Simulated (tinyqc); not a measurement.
Floating body of a partially depleted SOI transistor: body voltage and kink: two steps of the calculation.

Source at 0 V. Channel current Ic = 2 nf K Vt^2 [F(0) - F(Vd)](1 + la Vd), F(V) = ln^2(1 + exp((Vg - VT - nf V)/(2 nf Vt))), VT = VT0 - gb Vb. Saturation voltage Vs = 2 Vt sqrt(F(0)) + 3 Vt, excess Ve = (Vd - Vs + sqrt((Vd - Vs)^2 + 0.0004 V^2))/2, multiplication M1 = Ai Ve exp(-Bl/Ve). Each junction passes D(v) = J1 (exp(v/Vt) - 1) + J2 (exp(v/(2 Vt)) - 1). Bipolar current Ib = bb J1 (exp(Vb/Vt) - 1). The body settles where M1 (Ic + Ib) = D(Vb) + D(Vb - Vd) + Vb/Rb; drain current Id = (1 + M1)(Ic + Ib) - D(Vb - Vd).

Inputs (values chosen for the exercise); values of the order met in partially depleted silicon-on-insulator transistors:
```
symbol,value,unit,meaning
T,300,K,temperature
VT0,0.48,V,threshold at zero body voltage
gb,0.26,,fall of the threshold per volt of body voltage
nf,1.25,,slope factor
K,410,uA/(V^2 um),gain factor per width
la,0.07,1/V,channel-length modulation factor
Ai,3.42,1/V,impact-ionisation prefactor
Bl,5.7,V,impact-ionisation voltage
J1,1.7e-13,uA/um,diffusion saturation current of each junction
J2,1.1e-8,uA/um,recombination saturation current of each junction
bb,1,,gain of the lateral bipolar transistor on the diffusion current
Rb,30000,kohm um,"resistance of a weak body tie to the source (1e9 stands for no tie, and the term is then dropped)"
Vg,0.46,V,gate voltage
Vd,1.7,V,drain voltage
```

Constants: q = 1.602176634e-19 C, kB = 1.380649e-23 J/K, Vt = kB T/q. Results are converted to the units shown.

Task 1. New Vb. Current into the body I_in = M1 (Ic + Ib) - D(Vb - Vd), current out I_out = D(Vb) + Vb/Rb; f = ln(I_in/I_out), s = df/dVb by central differences over 1e-5 V, Vb(new) = Vb - f/s.

Vb after iteration 1 = 0.78062465 V

Find: Ic; Ve; M1; I_in; I_out; f; s; Vb after iteration 2.

Result 1.

Ic = 6.3944 uA/um
Ve = 1.4732 V
M1 = 0.10518
I_in = 0.90496 uA/um
I_out = 2.2755 uA/um
f = -0.92208
s = -26.676 1/V
Vb after iteration 2 = 0.74606 V

Task 2. Drain current with floating and with grounded body. Id and VT at the converged Vb, Id at Vb = 0, their ratio, and the bipolar share Ib/(Ic + Ib).

converged Vb = 0.74917130 V

Give: VT; Id, floating; Id, grounded; ratio; bipolar share.

Result 2.

VT = 0.28522 V
Id, floating = 7.2338 uA/um
Id, grounded = 0.26760 uA/um
ratio = 27.032
bipolar share = 10.020 %

The body rises to 0.749 V and lowers the threshold by 195 mV.

Range of the model: The multiplication law is an empirical form chosen for the exercise; self-heating and capacitive coupling to the body are left out, and the linear laws are rough once Vb passes about 0.7 V or M1 about 0.1.

Program tinyqc, `OMP_NUM_THREADS=1 python tinyqc.py 2182118 2182119 out.jsonl`; Intel Xeon 2.30GHz, shared host, one thread, about 0.2 s.
